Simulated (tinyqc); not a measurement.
Reaction control against transport control: chemical vapour deposition: Grove model, boundary layer, depletion and step coverage. Computed by tinyqc, a small Python program. Command: `OMP_NUM_THREADS=1 python tinyqc.py 3000931 3000932 out.jsonl cvd walk`. One thread of a shared host (Intel(R) Xeon(R) Processor @ 2.30GHz), about 0.01 s of CPU time with the checks.

A precursor diffuses to the surface and reacts there at first order; each molecule that reacts adds one formula unit of film.

Inputs (values chosen for the exercise, close to those used for tungsten from its fluoride): prefactor k0 of k_s = 69000 cm/s; activation energy E = 0.717 eV; temperature T = 450 C; total pressure p = 760 torr; mole fraction of the precursor Y = 0.0014; gas diffusivity D0 at 273.15 K and 760 torr = 0.34 cm^2/s; film density N = 6.3e+22 formula units/cm^3; gas velocity U = 50 cm/s; kinematic viscosity nu0 at 273.15 K and 760 torr = 0.56 cm^2/s; susceptor length L = 27 cm; channel height b = 4.8 cm.

Reactor: horizontal, atmospheric.

Constants: k_B = 8.617333262e-05 eV/K; k_B = 1.380649e-23 J/K.

Method:
- k_s = k0 exp(-E/(k_B T)); C_g = Y p/(k_B T), 1 torr = 133.322 Pa; D = D0 (T/273.15)^1.75 (760/p).
- nu = nu0 (T/273.15)^1.75 (760/p); Re = U L/nu; mean boundary layer delta = (2/3) L/sqrt(Re), at most b/2; h_g = D/delta.
- Fluxes in series: C_s = C_g/(1 + k_s/h_g); growth rate G = k_s h_g/(k_s + h_g) C_g/N; 1 cm/s = 6e8 nm/min.
- Temperatures in kelvin are T(C) + 273.15.

Rates:
```
T (C)  k_s (cm/s)  h_g (cm/s)  G (nm/min)  reaction limit (nm/min)  transport limit (nm/min)
250    8.5430e-03      1.6377        1.59               1.5979e+00                    306.32
300    3.4212e-02      1.7738        5.73               5.8409e+00                    302.84
350    1.0966e-01      1.9085       16.28               1.7220e+01                    299.69
400    2.9565e-01      2.0419       37.54               4.2977e+01                    296.81
450    6.9491e-01      2.1740       71.25               9.4032e+01                    294.17
500    1.4625e+00      2.3049      113.24               1.8509e+02                    291.72
550    2.8118e+00      2.4349      155.12               3.3425e+02                    289.44
600    5.0160e+00      2.5638      190.14               5.6214e+02                    287.32
650    8.4045e+00      2.6918      216.11               8.9086e+02                    285.33
```

The apparent activation energy of G is 0.66 eV between the first rows and 0.18 eV between the last, against E = 0.717 eV. k_s passes h_g between 500 and 550 C, where control shifts from the surface to the gas. In the reaction limit the slope is E - k_B T, because C_g falls as 1/T; any further lowering comes from transport.

Extremes, crossings and ranges named in words are read from the listed rows.
